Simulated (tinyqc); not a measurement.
# p-type polysilicon, carrier trapping at grain boundaries: two studies

One-dimensional grains of size Lg, uniform ionised doping N, monovalent traps Qt at each boundary at a depth Et below (for electrons) or above (for holes) the band edge there, abrupt depletion of width W on each side of a boundary, Boltzmann statistics. xi is the distance from the band edge at the grain centre to the Fermi level. Trapped charge Qt/(1 + exp((xi + VB - Et)/Vt)) = 2 N W, barrier VB = q N W^2/(2 eps0 eps_r).

Parameters, values chosen for the exercise; values of the order met in polycrystalline silicon: temperature T = 300 K; relative permittivity eps_r = 11.7; valence-band density of states at T NB = 2.65e19 cm^-3; grain size Lg = 150 nm; trap density of a grain boundary Qt = 6.9e11 cm^-2; depth of the trap level from the majority band edge at the boundary Et = 0.35 eV; mass for thermionic emission ms = 0.26 m0; correction factor of the emission rate fe = 0.12; mobility inside the grains mug = 240 cm^2/(V s); doping N = 1.4e17 cm^-3.

Constants: q = 1.602176634e-19 C, kB = 1.380649e-23 J/K, m0 = 9.1093837015e-31 kg, Vt = kB T/q, eps0 = 8.8541878128e-14 F/cm where lengths are in cm. Results are converted to the units shown.

Each table varies one quantity; the others keep the values above.

## Effect of the doping

If the trap equation with xi = Vt ln(NB/N) has a root W < Lg/2, the grain is partly depleted; otherwise W = Lg/2 and the trap equation gives xi = Et - VB + Vt ln(Qt/(N Lg) - 1). N* = Qt/Lg. n0 = NB exp(-xi/Vt); mean density n0 (1 - 2 W/Lg) by charge balance in a partly depleted grain, and n0 (sqrt(pi)/2) erf(u)/u with u = sqrt(VB/Vt) in a fully depleted one; v = sqrt(kB T/(2 pi ms m0)); barrier resistivity Vt exp(VB/Vt)/(q fe n0 v Lg); grain resistivity (1 - 2 W/Lg)/(q n0 mug); effective mobility 1/(q mean density total resistivity). Rows with xi above 0.45 V, towards mid-gap, are left out, since the other carrier type is ignored.

Results:

| N (cm^-3) | N/N* | depleted share 2 W/Lg | VB (V) | xi (V) | mean density (cm^-3) | resistivity (ohm cm) | effective mobility (cm^2/(V s)) |
|---|---|---|---|---|---|---|---|
| 2.3e15 | 0.050000 | 1.0000 | 0.010005 | 0.41612 | 2.3967e12 | 9235.9 | 281.97 |
| 4.8e15 | 0.10435 | 1.0000 | 0.020879 | 0.38470 | 7.1711e12 | 4172.4 | 208.60 |
| 1e16 | 0.21739 | 1.0000 | 0.043498 | 0.33962 | 3.3309e13 | 1750.0 | 107.08 |
| 2.1e16 | 0.45652 | 1.0000 | 0.091346 | 0.26316 | 4.7027e14 | 578.69 | 22.935 |
| 4.5e16 | 0.97826 | 0.85468 | 0.14298 | 0.16489 | 6.5394e15 | 95.374 | 10.007 |
| 9.4e16 | 2.0435 | 0.48226 | 0.095096 | 0.14585 | 4.8667e16 | 7.2989 | 17.571 |
| 4.2e17 | 9.1304 | 0.10950 | 0.021906 | 0.10715 | 3.7401e17 | 0.14954 | 111.59 |
| 8.8e17 | 19.130 | 0.052270 | 0.010458 | 0.088025 | 8.3400e17 | 0.056944 | 131.42 |
| 1.8e18 | 39.130 | 0.025555 | 0.0051132 | 0.069525 | 1.7540e18 | 0.025583 | 139.09 |

Estimate the missing row, N = 2e17 cm^-3.

Computed row:

| N (cm^-3) | N/N* | depleted share 2 W/Lg | VB (V) | xi (V) | mean density (cm^-3) | resistivity (ohm cm) | effective mobility (cm^2/(V s)) |
|---|---|---|---|---|---|---|---|
| 2e17 | 4.3478 | 0.22976 | 0.045926 | 0.12633 | 1.5405e17 | 0.60217 | 67.284 |

With this row back in the table: As N goes from 2.3e15 to 1.8e18, VB goes from 0.0100 through a maximum of 0.143 (at N = 4.5e16 among the rows listed) to 0.00511 V, the resistivity falls from 9240 to 0.0256 ohm cm and the effective mobility goes from 282 through a minimum of 10.0 (at N = 4.5e16 among the rows listed) to 139 cm^2/(V s). The steepest fall of the resistivity among the rows, as N^(-3.5), lies between N = 4.5e16 and 9.4e16 cm^-3; N* = 4.60e16 cm^-3. While the grain is fully depleted VB grows as N; once the traps are full it falls as 1/N. For N = 2.3e15, 4.8e15, 4.2e17, 8.8e17, 1.8e18 VB is below Vt, where abrupt depletion and thermionic emission are rough. For N = 4.5e16 the grain is near the changeover between partial and full depletion, within a few Debye lengths, where both limits are rough. For N = 2.3e15 the effective mobility exceeds mug, since drift through the depleted part of the grain is left out.

## Effect of the grain size

Same model as above.

N* = Qt/Lg.

Effect of the grain size:

| Lg (nm) | N/N* | depleted share 2 W/Lg | VB (V) | xi (V) | mean density (cm^-3) | resistivity (ohm cm) | effective mobility (cm^2/(V s)) |
|---|---|---|---|---|---|---|---|
| 10 | 0.2029 | 1.000 | 0.002707 | 0.3827 | 9.545e12 | 2.865e4 | 22.83 |
| 17 | 0.3449 | 1.000 | 0.007822 | 0.3588 | 2.261e13 | 8146 | 33.89 |
| 31 | 0.6290 | 1.000 | 0.02601 | 0.3103 | 1.208e14 | 1387 | 37.23 |
| 53 | 1.075 | 0.9270 | 0.06533 | 0.1355 | 1.022e16 | 4.314 | 141.6 |
| 94 | 1.907 | 0.5227 | 0.06533 | 0.1355 | 6.682e16 | 2.513 | 37.16 |
| 160 | 3.246 | 0.3071 | 0.06533 | 0.1355 | 9.701e16 | 1.553 | 41.42 |
| 290 | 5.884 | 0.1694 | 0.06533 | 0.1355 | 1.163e17 | 0.9402 | 57.09 |
| 500 | 10.14 | 0.09826 | 0.06533 | 0.1355 | 1.262e17 | 0.6233 | 79.32 |

What does the comparison show?

As Lg goes from 10 to 500, VB rises from 0.00271 to 0.0653 V, the resistivity falls from 28600 to 0.623 ohm cm and the effective mobility moves up and down between 22.8 and 142 cm^2/(V s). For Lg = 10, 17 VB is below Vt, where abrupt depletion and thermionic emission are rough. For Lg = 53 the grain is near the changeover between partial and full depletion, within a few Debye lengths, where both limits are rough.

Numbers from tinyqc (`OMP_NUM_THREADS=1 python tinyqc.py 2830311 2830312 out.jsonl`; about 0.01 s on one thread of a shared Intel Xeon 2.30GHz).
